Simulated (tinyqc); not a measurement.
# Screening length from the swing

Question. In a simple model of a Schottky-barrier transistor a barrier thinner than d = 3.8 nm is transparent, so the effective barrier is pn - psi (1 - exp(-d/lam)) and the swing beyond flat band is Vt ln 10/(1 - exp(-d/lam)). Find the thermionic swing, lam, and the effective barrier at psi = 0.2 V.

Values chosen for this exercise:
- T = 300 K (temperature)
- pn = 0.51 eV (barrier for electrons at both contacts)

Constants: q = 1.602176634e-19 C, kB = 1.380649e-23 J/K, Vt = kB T/q. Results are converted to the units shown.

swing in the tunnelling range = 108.84117 mV/decade

Answer. The ratio of the two swings is 1 - exp(-d/lam).

Vt ln 10 = 59.53 mV/decade
lam = 4.800 nm
effective barrier = 0.4006 eV

tinyqc, about 0.2 s, one thread, Intel Xeon 2.30GHz (shared host): `OMP_NUM_THREADS=1 python tinyqc.py 2390153 2390154 out.jsonl`
